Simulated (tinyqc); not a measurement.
G0W0 on RHF in the sto-3g basis, for BeH2, spin multiplicity 1, step by step. One step of it, computed by the program tinyqc.

Problem. Iteration 1: building the Fock matrix. J_ij = sum D_kl (ij|kl), K_ij = sum D_kl (ik|jl); F = H + J - 0.5 K; E = tr D H + tr D J / 2 - 0.25 tr D K + E_nn.

D at the start:
```
,1Be 1s,1Be 2s,1Be 2px,1Be 2py,1Be 2pz,2H 1s,3H 1s
1Be 1s,2.125036,-0.424274,0.000000,0.000000,-0.004987,-0.074295,-0.074295
1Be 2s,-0.424274,1.341091,0.000000,0.000000,0.017803,0.318176,0.318176
1Be 2px,0.000000,0.000000,0.000000,0.000000,0.000000,0.000000,0.000000
1Be 2py,0.000000,0.000000,0.000000,1.877249,0.000000,0.055067,-0.055067
1Be 2pz,-0.004987,0.017803,0.000000,0.000000,0.000237,0.004232,0.004232
2H 1s,-0.074295,0.318176,0.000000,0.055067,0.004232,0.077452,0.074221
3H 1s,-0.074295,0.318176,0.000000,-0.055067,0.004232,0.074221,0.077452
```

core Hamiltonian H = T + V (hartree):
```
,1Be 1s,1Be 2s,1Be 2px,1Be 2py,1Be 2pz,2H 1s,3H 1s
1Be 1s,-8.697168,-2.147668,0.000000,0.000000,-0.000343,-0.671558,-0.671558
1Be 2s,-2.147668,-2.867635,0.000000,0.000000,-0.002697,-1.400844,-1.400844
1Be 2px,0.000000,0.000000,-2.317126,0.000000,0.000000,0.000000,0.000000
1Be 2py,0.000000,0.000000,0.000000,-2.565074,0.000000,-1.402695,1.402695
1Be 2pz,-0.000343,-0.002697,0.000000,0.000000,-2.317144,-0.012453,-0.012453
2H 1s,-0.671558,-1.400844,0.000000,-1.402695,-0.012453,-2.317072,-0.169897
3H 1s,-0.671558,-1.400844,0.000000,1.402695,-0.012453,-0.169897,-2.317072
```

Two-electron integrals (ij|kl) in chemists' order, unique and non-zero (hartree):
```
i,j,k,l,(ij|kl)
1,1,1,1,2.298831
2,1,1,1,0.392036
2,1,2,1,0.079539
2,2,1,1,0.570988
2,2,2,1,0.143041
2,2,2,2,0.417683
3,1,3,1,0.014607
3,2,3,1,0.021888
3,2,3,2,0.092265
3,3,1,1,0.569578
3,3,2,1,0.143083
3,3,2,2,0.417589
3,3,3,3,0.449859
4,1,4,1,0.014607
4,2,4,1,0.021888
4,2,4,2,0.092265
4,3,4,3,0.024249
4,4,1,1,0.569578
4,4,2,1,0.143083
4,4,2,2,0.417589
4,4,3,3,0.401360
4,4,4,4,0.449859
5,1,5,1,0.014607
5,2,5,1,0.021888
5,2,5,2,0.092265
5,3,5,3,0.024249
5,4,5,4,0.024249
5,5,1,1,0.569578
5,5,2,1,0.143083
5,5,2,2,0.417589
5,5,3,3,0.401360
5,5,4,4,0.401360
5,5,5,5,0.449859
6,1,1,1,0.120289
6,1,2,1,0.024366
6,1,2,2,0.044063
6,1,3,3,0.043738
6,1,4,1,0.002209
6,1,4,2,0.004087
6,1,4,4,0.044738
6,1,5,1,0.000019
6,1,5,2,0.000035
6,1,5,4,0.000009
6,1,5,5,0.043738
6,1,6,1,0.007845
6,2,1,1,0.246150
6,2,2,1,0.062322
6,2,2,2,0.192915
6,2,3,3,0.186159
6,2,4,1,0.008208
6,2,4,2,0.046591
6,2,4,4,0.206254
6,2,5,1,0.000071
6,2,5,2,0.000402
6,2,5,4,0.000173
6,2,5,5,0.186160
6,2,6,1,0.021049
6,2,6,2,0.124157
6,3,3,1,0.006268
6,3,3,2,0.027864
6,3,4,3,0.008476
6,3,5,3,0.000073
6,3,6,3,0.012774
6,4,1,1,0.248778
6,4,2,1,0.063847
6,4,2,2,0.207475
6,4,3,3,0.195265
6,4,4,1,0.013549
6,4,4,2,0.073258
6,4,4,4,0.231677
6,4,5,1,0.000063
6,4,5,2,0.000392
6,4,5,4,0.000241
6,4,5,5,0.195267
6,4,6,1,0.022752
6,4,6,2,0.153053
6,4,6,4,0.197051
6,5,1,1,0.002146
6,5,2,1,0.000551
6,5,2,2,0.001790
6,5,3,3,0.001685
6,5,4,1,0.000063
6,5,4,2,0.000392
6,5,4,4,0.001853
6,5,5,1,0.006268
6,5,5,2,0.027867
6,5,5,4,0.008477
6,5,5,5,0.001831
6,5,6,1,0.000196
6,5,6,2,0.001320
6,5,6,4,0.001590
6,5,6,5,0.012788
6,6,1,1,0.409968
6,6,2,1,0.105769
6,6,2,2,0.362514
6,6,3,3,0.336358
6,6,4,1,0.017860
6,6,4,2,0.124859
6,6,4,4,0.414501
6,6,5,1,0.000154
6,6,5,2,0.001077
6,6,5,4,0.000674
6,6,5,5,0.336364
6,6,6,1,0.037030
6,6,6,2,0.286006
6,6,6,4,0.377011
6,6,6,5,0.003253
6,6,6,6,0.774606
7,1,1,1,0.120289
7,1,2,1,0.024366
7,1,2,2,0.044063
7,1,3,3,0.043738
7,1,4,1,-0.002209
7,1,4,2,-0.004087
7,1,4,4,0.044738
7,1,5,1,0.000019
7,1,5,2,0.000035
7,1,5,4,-0.000009
7,1,5,5,0.043738
7,1,6,1,0.007137
7,1,6,2,0.017762
7,1,6,4,0.017372
7,1,6,5,0.000166
7,1,6,6,0.029535
7,1,7,1,0.007845
7,2,1,1,0.246150
7,2,2,1,0.062322
7,2,2,2,0.192915
7,2,3,3,0.186159
7,2,4,1,-0.008208
7,2,4,2,-0.046591
7,2,4,4,0.206254
7,2,5,1,0.000071
7,2,5,2,0.000402
7,2,5,4,-0.000173
7,2,5,5,0.186160
7,2,6,1,0.017762
7,2,6,2,0.069909
7,2,6,4,0.067192
7,2,6,5,0.000731
7,2,6,6,0.120732
7,2,7,1,0.021049
7,2,7,2,0.124157
7,3,3,1,0.006268
7,3,3,2,0.027864
7,3,4,3,-0.008476
7,3,5,3,0.000073
7,3,6,3,0.005987
7,3,7,3,0.012774
7,4,1,1,-0.248778
7,4,2,1,-0.063847
7,4,2,2,-0.207475
7,4,3,3,-0.195265
7,4,4,1,0.013549
7,4,4,2,0.073258
7,4,4,4,-0.231677
7,4,5,1,-0.000063
7,4,5,2,-0.000392
7,4,5,4,0.000241
7,4,5,5,-0.195267
7,4,6,1,-0.017372
7,4,6,2,-0.067192
7,4,6,4,-0.060683
7,4,6,5,-0.000690
7,4,6,6,-0.112688
7,4,7,1,-0.022752
7,4,7,2,-0.153053
7,4,7,4,0.197051
7,5,1,1,0.002146
7,5,2,1,0.000551
7,5,2,2,0.001790
7,5,3,3,0.001685
7,5,4,1,-0.000063
7,5,4,2,-0.000392
7,5,4,4,0.001853
7,5,5,1,0.006268
7,5,5,2,0.027867
7,5,5,4,-0.008477
7,5,5,5,0.001831
7,5,6,1,0.000166
7,5,6,2,0.000731
7,5,6,4,0.000690
7,5,6,5,0.005995
7,5,6,6,0.001299
7,5,7,1,0.000196
7,5,7,2,0.001320
7,5,7,4,-0.001590
7,5,7,5,0.012788
7,6,1,1,0.028966
7,6,2,1,0.007147
7,6,2,2,0.019951
7,6,3,3,0.019619
7,6,4,4,0.020605
7,6,5,1,0.000016
7,6,5,2,0.000072
7,6,5,5,0.019620
7,6,6,1,0.002212
7,6,6,2,0.009457
7,6,6,4,0.010346
7,6,6,5,0.000110
7,6,6,6,0.018271
7,6,7,1,0.002212
7,6,7,2,0.009457
7,6,7,4,-0.010346
7,6,7,5,0.000110
7,6,7,6,0.000973
7,7,1,1,0.409968
7,7,2,1,0.105769
7,7,2,2,0.362514
7,7,3,3,0.336358
7,7,4,1,-0.017860
7,7,4,2,-0.124859
7,7,4,4,0.414501
7,7,5,1,0.000154
7,7,5,2,0.001077
7,7,5,4,-0.000674
7,7,5,5,0.336364
7,7,6,1,0.029535
7,7,6,2,0.120732
7,7,6,4,0.112688
7,7,6,5,0.001299
7,7,6,6,0.207440
7,7,7,1,0.037030
7,7,7,2,0.286006
7,7,7,4,-0.377011
7,7,7,5,0.003253
7,7,7,6,0.018271
7,7,7,7,0.774606
```

nuclear repulsion = 3.52772451 hartree

Give: Coulomb J; exchange K; Fock matrix F; total energy of this density.

Solution.

Coulomb J (hartree):
```
,1Be 1s,1Be 2s,1Be 2px,1Be 2py,1Be 2pz,2H 1s,3H 1s
1Be 1s,6.7877,1.3297,0.0000,0.0000,0.0009,0.4104,0.4104
1Be 2s,1.3297,2.7734,0.0000,0.0000,0.0043,1.2911,1.2911
1Be 2px,0.0000,0.0000,2.7245,0.0000,0.0000,0.0000,0.0000
1Be 2py,0.0000,0.0000,0.0000,2.8611,0.0000,1.3898,-1.3898
1Be 2pz,0.0009,0.0043,0.0000,0.0000,2.7245,0.0129,0.0129
2H 1s,0.4104,1.2911,0.0000,1.3898,0.0129,2.4275,0.1376
3H 1s,0.4104,1.2911,0.0000,-1.3898,0.0129,0.1376,2.4275
```

exchange K (hartree):
```
,1Be 1s,1Be 2s,1Be 2px,1Be 2py,1Be 2pz,2H 1s,3H 1s
1Be 1s,4.6846,0.8248,0.0000,0.0000,0.0006,0.2711,0.2711
1Be 2s,0.8248,1.0479,0.0000,0.0000,0.0117,0.6193,0.6193
1Be 2px,0.0000,0.0000,0.2201,0.0000,0.0000,0.0000,0.0000
1Be 2py,0.0000,0.0000,0.0000,1.1425,0.0000,0.6189,-0.6189
1Be 2pz,0.0006,0.0117,0.0000,0.0000,0.2202,0.0076,0.0076
2H 1s,0.2711,0.6193,0.0000,0.6189,0.0076,0.8207,0.0651
3H 1s,0.2711,0.6193,0.0000,-0.6189,0.0076,0.0651,0.8207
```

Fock matrix F (hartree):
```
,1Be 1s,1Be 2s,1Be 2px,1Be 2py,1Be 2pz,2H 1s,3H 1s
1Be 1s,-4.2517,-1.2304,0.0000,0.0000,0.0002,-0.3967,-0.3967
1Be 2s,-1.2304,-0.6181,0.0000,0.0000,-0.0043,-0.4194,-0.4194
1Be 2px,0.0000,0.0000,0.2974,0.0000,0.0000,0.0000,0.0000
1Be 2py,0.0000,0.0000,0.0000,-0.2752,0.0000,-0.3224,0.3224
1Be 2pz,0.0002,-0.0043,0.0000,0.0000,0.2973,-0.0033,-0.0033
2H 1s,-0.3967,-0.4194,0.0000,-0.3224,-0.0033,-0.2999,-0.0649
3H 1s,-0.3967,-0.4194,0.0000,0.3224,-0.0033,-0.0649,-0.2999
```

total energy of this density = -15.210987 hartree
